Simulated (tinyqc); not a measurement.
From results back to parameters: free and nearly free electrons in a metal. Five cases, with inputs chosen for the exercise.

Problem. A free-electron metal with 2 atoms in the cubic cell and z electrons an atom has EF = c kF^2/m, (hbar omega_p)^2 = 8 pi c (e^2/(4 pi eps0)) n/m and kF = (3 pi^2 n)^(1/3), c = hbar^2/2m0.

Constants: hbar^2/2m0 = 3.80998211 eV angstrom^2; e^2/(4 pi eps0) = 14.39964547 eV angstrom.

Find: kF; m; z.

Method. (hbar omega_p)^2/EF = (8/(3 pi)) (e^2/(4 pi eps0)) kF gives kF; EF then gives m, and n = kF^3/(3 pi^2) gives z.

Case 1.

Values chosen (out of a larger set: near those of Li; not measured data): a = 3.513 angstrom (bcc lattice constant).

EF = 4.69030 eV
hbar omega_p = 7.97545 eV

Solution.

kF = 1.1095 1/angstrom
m = 1.00 m0
z = 1.00

Case 2.

Values chosen (out of a larger set: near those of Na; not measured data): a = 4.193 angstrom (bcc lattice constant).

EF = 2.69866 eV
hbar omega_p = 5.53739 eV

Solution.

kF = 0.9296 1/angstrom
m = 1.22 m0
z = 1.00

Case 3.

Values chosen (out of a larger set: near those of K; not measured data): a = 5.204 angstrom (bcc lattice constant).

EF = 2.27381 eV
hbar omega_p = 4.56250 eV

Solution.

kF = 0.7490 1/angstrom
m = 0.94 m0
z = 1.00

Case 4.

Values chosen (out of a larger set: near those of W, whose d bands this model ignores; not measured data): a = 3.146 angstrom (bcc lattice constant).

EF = 9.28381 eV
hbar omega_p = 13.30912 eV

Solution.

kF = 1.5610 1/angstrom
m = 1.00 m0
z = 2.00

Case 5.

Values chosen (out of a larger set: near those of W, whose d bands this model ignores; not measured data): a = 3.159 angstrom (bcc lattice constant).

EF = 9.20756 eV
hbar omega_p = 13.22705 eV

Solution.

kF = 1.5546 1/angstrom
m = 1.00 m0
z = 2.00

Computed by tinyqc, one run a case: `OMP_NUM_THREADS=1 python tinyqc.py N N+1 out.jsonl` with N = 1651920, 1651987, 1652058, 1652202, 1652237; one thread of a shared Intel(R) Xeon(R) Processor @ 2.30GHz, about 0.01 s a run at most.
